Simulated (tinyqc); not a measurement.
A transmission-line measurement read back: specific resistance of a metal-semiconductor contact and its transmission-line measurement. Computed by tinyqc, a small Python program. Command: `OMP_NUM_THREADS=1 python tinyqc.py 3015422 3015423 out.jsonl contact walk`. One thread of a shared host (Intel(R) Xeon(R) Processor @ 2.30GHz), about 0.01 s of CPU time with the checks.

The barrier is parabolic (depletion approximation), energies E are normal energies counted from the band edge in the neutral semiconductor (downwards for holes), and the bias is zero. xi is an input, held fixed when other inputs move.

Inputs (values chosen for the exercise, modelled on n-type In0.53Ga0.47As):
```
quantity                                           value          unit
tunnelling mass m                                   0.04           m_0
permittivity eps                                    13.9             -
Richardson constant A*                              4.78  A/(cm^2 K^2)
barrier height phi_B                                0.14            eV
doping N                                         1.6e+18        1/cm^3
Fermi level above the band edge in the bulk, xi    0.069            eV
temperature T                                        400             K
sheet resistance R_sh                                740           ohm
contact length d                                   0.033    micrometre
contact width W                                     0.84    micrometre
```

Image-force lowering: included.

Constants: hbar = 1.054571817e-34 J s; eps_0 = 8.8541878128e-12 F/m; m_0 = 9.1093837015e-31 kg; k_B = 8.617333262e-05 eV/K; e = 1.602176634e-19 C.

Method:
- E_00 = (e hbar/2) sqrt(N/(eps eps_0 m)); band bending E_b = phi_B + xi; depletion width w = sqrt(2 eps eps_0 E_b/(e^2 N)). Image lowering d_phi = (e^3 N E_b/(8 pi^2 (eps eps_0)^3))^(1/4) (E_b in volts), and E_b - d_phi replaces E_b everywhere except in w.
- WKB transmission for E < E_b, with a = E/E_b: D = exp{-(E_b/E_00) [sqrt(1 - a) - a ln((1 + sqrt(1 - a))/sqrt(a))]}; D = 1 above.
- At zero bias 1/rho_c = (e A*/k_B^2) int D(E) f(E) dE, f = 1/(1 + exp((E - xi)/k_B T)); 200 Gauss-Legendre points from 0 to E_b, and k_B T ln(1 + exp((xi - E_b)/k_B T)) for the part above the barrier; the share of tunnelling is the part below.
- Transmission-line model: transfer length L_T = sqrt(rho_c/R_sh); R_c = (R_sh L_T/W) coth(d/L_T). Limits: rho_c/(W d) for d << L_T, sqrt(rho_c R_sh)/W for d >> L_T.
- Transmission-line model: transfer length L_T = sqrt(rho_c/R_sh); R_c = (R_sh L_T/W) coth(d/L_T). Two contacts a gap s apart give R = 2 R_c + R_sh s/W. A straight-line fit gives R_sh from the slope and R_c from the intercept; the simple reading takes L_x = R_c W/R_sh as the transfer length and rho_c = R_sh L_x^2.

R_c W = 291.778 ohm micrometre

contact resistance R_c = 347.354 ohm

specific contact resistance rho_c = 9.36157e-08 ohm cm^2

Resistances:
```
gap s (micrometre)  R (ohm)
0.39                 1038.3
0.79                 1390.7
1.60                 2104.2
3.20                 3513.8
6.30                 6244.7
```

L_x = 0.39429 micrometre

rho_c by the simple reading = 1.1505e-06 ohm cm^2

simple reading over true value = 12.289

The simple reading is 12.3 times too high, the factor coth^2(d/L_T): it holds only for d above about 2 L_T.
